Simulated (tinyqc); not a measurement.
Choice of the trial bonds: Wannier functions of a composite (isolated) pair of valence bands (bonds of an sp chain).

Each atom has a hybrid pointing left (<) and right (>). H(k): diagonal +V3 on A, -V3 on B; <A<|A>> = -V1a, <B<|B>> = -V1b, <A>|B<> = -V2, <B>|A<> = -V2p exp(ik); k in 1/a, Bloch sums with exp(ikR). The two lowest bands are filled. Trial functions in cell 0: g1 = cos(c) A> + sin(c) B<, and g2 = sin(c) B> + cos(c) A< of cell 1, whose Bloch vector has cos(c) exp(-ik) on A<. Projection A_mn = <psi_m|g_n>, S = A^+ A, Loewdin U = A S^(-1/2), Bloch-like states w_n = sum_m psi_m U_mn, H_W(k) = U^+ diag(E) U. P = sum_m |psi_m><psi_m| is free of phase choices, and S = g^+ P g, w = P g S^(-1/2).

Values chosen for the exercise:

| symbol | value | unit | meaning |
|---|---|---|---|
| V2 | 4.93 | eV | coupling in the bond A-B inside the cell |
| V2p | 2.67 | eV | coupling in the bond to the next cell |
| V1a | 0.95 | eV | coupling of the two hybrids on A |
| V1b | 1.07 | eV | the same on B |
| V3 | 0 | eV | A at +V3, B at -V3 |
| xb | 0.52 | a | position of B (A at 0) |

N = 12; centres and spreads in real space with point-like hybrids at R and R + xb; smallest eigenvalue of S over the mesh.

Trial angle:

| c (deg) | smallest S | centre 1 (a) | centre 2 (a) | sum of centres | total spread (a^2) | H_12(R = 0), mean over k (eV) |
|---|---|---|---|---|---|---|
| 15 | 0.630 | 0.2605 | 0.7595 | 1.0200 | 0.1302 | -0.5353 |
| 30 | 0.854 | 0.2605 | 0.7595 | 1.0200 | 0.1301 | -0.5327 |
| 45 | 0.982 | 0.2605 | 0.7595 | 1.0200 | 0.1301 | -0.5304 |
| 55 | 0.910 | 0.2605 | 0.7595 | 1.0200 | 0.1301 | -0.5288 |
| 65 | 0.788 | 0.2605 | 0.7595 | 1.0200 | 0.1301 | -0.5270 |
| 75 | 0.630 | 0.2605 | 0.7595 | 1.0200 | 0.1302 | -0.5250 |
| 85 | 0.457 | 0.2605 | 0.7595 | 1.0200 | 0.1304 | -0.5224 |

What does the comparison show, and why?

The sum of the centres stays at 1.0200 a within 0.0000: it gives the electronic polarisation, modulo a, and is fixed by the filled space. Single centres move by less than 0.0001 a here and H_12(0), a matter of gauge, moves by 13 meV. The total spread runs only from 0.1301 to 0.1304 a^2, so the orthogonalisation repairs even poor trials; the projection is best at c = 45 degrees among these rows, and the two bonds, isolated, have c = 45 and 45.

Program tinyqc; command `OMP_NUM_THREADS=1 python tinyqc.py 1451320 1451321 out.jsonl`; about 0.2 s on one thread of a shared Intel(R) Xeon(R) Processor @ 2.30GHz.
